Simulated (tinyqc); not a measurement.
# Worked calculation: MOS capacitor on a p-type substrate, surface potential from the exact charge relation

Numbers from tinyqc (`OMP_NUM_THREADS=1 python tinyqc.py 2060025 2060026 out.jsonl`; about 0.01 s on one thread of a shared Intel Xeon 2.30GHz). Printed values are rounded.

Uniform p-type substrate, Boltzmann statistics, full ionisation, classical densities. psi is the surface potential against the body (positive when the bands bend down) and u = psi/Vt. Traps are spread evenly over the gap and neutral at flat band, so their charge is -q Dit psi; the minority quasi-Fermi level is shifted by Vb.

Inputs (values chosen for the exercise); band and dielectric values close to those of silicon: temperature T = 300 K; band gap Eg = 1.1 eV; relative permittivity eps_r = 11.9; conduction-band density of states at T Nc = 2.75e19 cm^-3; valence-band density of states at T Nv = 2.68e19 cm^-3; electron affinity chi = 4.01 eV; acceptor density of the substrate N = 2.6e17 cm^-3; relative permittivity of the gate insulator (close to aluminium oxide) eox = 9.24; insulator thickness tox = 10 nm; gate work function phiM = 4.25 eV; fixed charge at the interface, in units of q Nf = 2.3e11 cm^-2; density of interface traps Dit = 0 cm^-2 eV^-1; reverse bias of the inversion layer against the body Vb = 0.6 V; gate voltage against the body Vg = 0.49 V.

Constants: q = 1.602176634e-19 C, kB = 1.380649e-23 J/K, Vt = kB T/q, eps0 = 8.8541878128e-14 F/cm where lengths are in cm. Results are converted to the units shown.

## Flat band, threshold and scales

ni = sqrt(Nc Nv) exp(-Eg/(2 Vt)), Eg in volts; phiF = Vt ln(N/ni); Cox = eps0 eox/tox; Vfb = phiM - chi - (Eg - Vt ln(Nv/N)) - q Nf/Cox; Q0 = sqrt(2 eps0 eps_r q N Vt); r = (ni/N)^2 exp(-Vb/Vt); VT = Vfb + [(2 phiF + Vb)(1 + q Dit/Cox) + sqrt(2 eps0 eps_r q N (2 phiF + Vb))/Cox].

ni = 1.56365e10 cm^-3
phiF = 0.429830 V
Cox = 0.818127 uF/cm^2
Vfb = -0.785206 V
Q0 = 47.6378 nC/cm^2
r = 3.01146e-25
VT = 1.11199 V

## Starting value

psi = Vg - Vfb (all of the voltage in the semiconductor).

psi at the start = 1.27521 V

## Iteration 1: Newton step for the surface potential

u = psi/Vt; F^2 = exp(-u) + u - 1 + r (exp(u) - u - 1); Qs = -sign(u) Q0 F; Cs = -dQs/dpsi = (Q0/Vt) |1 - exp(-u) + r (exp(u) - 1)|/(2 F). f = Vfb + psi + (q Dit psi - Qs)/Cox - Vg, f' = 1 + (Cs + q Dit)/Cox, psi(new) = psi - f/f'.

u = 49.3272
F = 6.95183
Qs = -331.170 nC/cm^2
Cs = 0.132640 uF/cm^2
f = 0.404790 V
f' = 1.16213
psi after iteration 1 = 0.926887 V

## Iteration 2: Newton step for the surface potential

As before.

u = 35.8536
F = 5.90369
Qs = -281.239 nC/cm^2
Cs = 0.156064 uF/cm^2
f = -0.00455924 V
f' = 1.19076
psi after iteration 2 = 0.930716 V

## Iteration 3: Newton step for the surface potential

As before.

u = 36.0017
F = 5.91622
Qs = -281.836 nC/cm^2
Cs = 0.155734 uF/cm^2
f = -7.74282e-7 V
f' = 1.19035
psi after iteration 3 = 0.930716 V

## Course of the Newton iteration

Stop when the step is below 1e-10 V, or after 60 iterations.

Course of the iteration:

| iteration | psi before the step (V) | f (V) | step (V) |
|---|---|---|---|
| 1 | 1.27521 | 0.405 | -0.348 |
| 2 | 0.926887 | -4.56e-3 | 3.83e-3 |
| 3 | 0.930716 | -7.74e-7 | 6.50e-7 |
| 4 | 0.930716 | < 1e-13 | < 1e-13 |

Converged in 4 iterations.

## Charges, field and capacitances at the solution

converged psi = 0.930716 V

u = psi/Vt; F^2 = exp(-u) + u - 1 + r (exp(u) - u - 1); Qs = -sign(u) Q0 F; Cs = -dQs/dpsi = (Q0/Vt) |1 - exp(-u) + r (exp(u) - 1)|/(2 F). Low frequency: 1/C_LF = 1/Cox + 1/(Cs + q Dit). High frequency, in the simple estimate in which traps and minority carriers do not follow: 1/C_HF = 1/Cox + 1/Cd, Cd being Cs with r = 0 at the same psi. Minority sheet density N_inv = (Q0/(2 q)) int_0^u r (exp(t) - 1)/F(t) dt for u > 0. Oxide field |Qs - q Dit psi + q Nf|/(eps0 eox).

Qs = -281.836 nC/cm^2
N_inv = 33.1691 cm^-2
oxide field = 0.299447 MV/cm
Cs = 0.155734 uF/cm^2
C_LF/Cox = 0.159914
C_HF/Cox = 0.159914

The surface is in depletion (borders at |psi| = 0, phiF + Vb and 2 phiF + Vb = 1.46 V).
